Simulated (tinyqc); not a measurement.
Flattening the wire at fixed area: round or elliptic silicon nanowire with anisotropic valleys (Ritz method).

Wire along x = [100] on a (001) wafer, y = [010], z = [001]. Valley groups, two valleys each (w = inverse masses): A, axis along z: w_y = 1/mt, w_z = 1/ml, m_x = mt; B, axis along y: w_y = 1/ml, w_z = 1/mt, m_x = mt; C, axis along x: w_y = w_z = 1/mt, m_x = ml.

Hard wall on the ellipse (y/a)^2 + (z/b)^2 = 1, c = hbar^2/2m0. With u = y/a, v = z/b the operator is -c [(w_y/a^2) d2/du2 + (w_z/b^2) d2/dv2] on the unit disc. Basis (1 - u^2 - v^2) u^i v^j; S, X and Y are the disc integrals of f f', (df/du)(df'/du) and (df/dv)(df'/dv), from the integral of u^p v^q = 2 Gamma((p+1)/2) Gamma((q+1)/2)/((p + q + 2) Gamma((p+q+2)/2)) for even p, q; H = c (w_y X/a^2 + w_z Y/b^2).

Converged values use 21 functions of each parity class (e or o in u, then in v).

Constants: hbar^2/2m0 = 3.80998211 eV angstrom^2.

Values chosen for the exercise (near those of a Si nanowire; not measured data):
```
symbol  value                              unit  meaning
ml      0.901                              m0    longitudinal mass
mt      0.19                               m0    transverse mass
asp     (0.4, 0.6, 0.8, 1, 1.3, 1.8, 2.5)        ratios a/b
area    31                                 nm^2  cross-section, kept fixed
```

a = sqrt(area x ratio/pi), b = a/ratio, 1 nm^2 = 100 angstrom^2; lowest level of each group.

Levels (eV):
```
a/b  a (angstrom)  b (angstrom)       A       B       C
0.4          19.9          49.7  0.1416  0.0545  0.1665
0.6          24.3          40.6  0.1008  0.0558  0.1322
0.8          28.1          35.1  0.0811  0.0620  0.1203
1.0          31.4          31.4  0.0700  0.0700  0.1175
1.3          35.8          27.6  0.0609  0.0834  0.1214
1.8          42.1          23.4  0.0549  0.1072  0.1371
2.5          49.7          19.9  0.0545  0.1416  0.1665
```

What can be read from this table?

Each group is lowest where its stretched ellipse is a circle, at a/b = sqrt(w_y/w_z): 2.18 for A, 0.46 for B and 1.00 for C. The lowest group is B in the first row and A in the last, A and B crossing at a/b = 1 by symmetry; B - A is -87 meV in the first row and +87 meV in the last.

tinyqc: `OMP_NUM_THREADS=1 python tinyqc.py 1251626 1251627 out.jsonl`; about 0.03 s, one thread, shared Intel(R) Xeon(R) Processor @ 2.30GHz.
